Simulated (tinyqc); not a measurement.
What each parameter does: heterojunction of two tight-binding chains.

Left chain: hopping -t1, sites at 2 t1 (band bottom 0). Right chain: hopping -t2, sites at dE + 2 t2 (bottom dE). t = c/(m a^2), c = hbar^2/2m0. The bond across the interface is -tc with tc = f sqrt(t1 t2), and the last left site has the extra energy U. In a chain E = bottom + 2t (1 - cos(ka)); the surface Green function of a half chain is g = -exp(ika)/t, with Im k > 0 where cos(ka) > 1.

Constants: hbar^2/2m0 = 3.80998211 eV angstrom^2.

Parameters, chosen for this exercise (masses and offset of the size met at InAs / GaSb; the results hold for these values, not for the real material): a = 5.65 angstrom (site spacing); m1 = 0.027 m0 (mass on the left); m2 = 0.042 m0 (mass on the right); dE = 0.75 eV (band offset); f = 1 (factor on the interface hopping); U = -0.82 eV (extra energy on the last left site); E = 0.87 eV (electron energy).

T = 4 Im(S1) Im(S2) |G|^2 with G = 1/(E - 2 t1 - U - S1 - S2), S1 = -t1 exp(i k1 a), S2 = -(tc^2/t2) exp(i k2 a). Each row changes one parameter from the base and keeps the others.

Results:

| case | T | k1 a | k2 a |
|---|---|---|---|
| base | 0.7449 | 0.4474 | 0.2059 |
| m1 = 0.0324 m0 | 0.6897 | 0.4909 | 0.2059 |
| m2 = 0.0504 m0 | 0.7779 | 0.4474 | 0.2256 |
| dE = 0.7 eV | 0.8069 | 0.4474 | 0.2452 |
| f = 0.9 | 0.7877 | 0.4474 | 0.2059 |
| U = -0.62 eV | 0.7806 | 0.4474 | 0.2059 |
| a = 4.52 angstrom | 0.7850 | 0.3568 | 0.1646 |

The largest shifts from the base row, up to three for each result and ties (the steps differ in size, so this ranks the rows, not the parameters). T: dE +0.0620, m1 -0.0552, f +0.0428. k1 a: a -0.0906, m1 +0.0435; unchanged at the printed digits by m2, dE, f and U. k2 a: a -0.0413, dE +0.0393, m2 +0.0197; unchanged at the printed digits by m1, f and U.

(tinyqc, `OMP_NUM_THREADS=1 python tinyqc.py 1450396 1450397 out.jsonl`, Intel(R) Xeon(R) Processor @ 2.30GHz, 1 thread, shared host, about 0.01 s.)
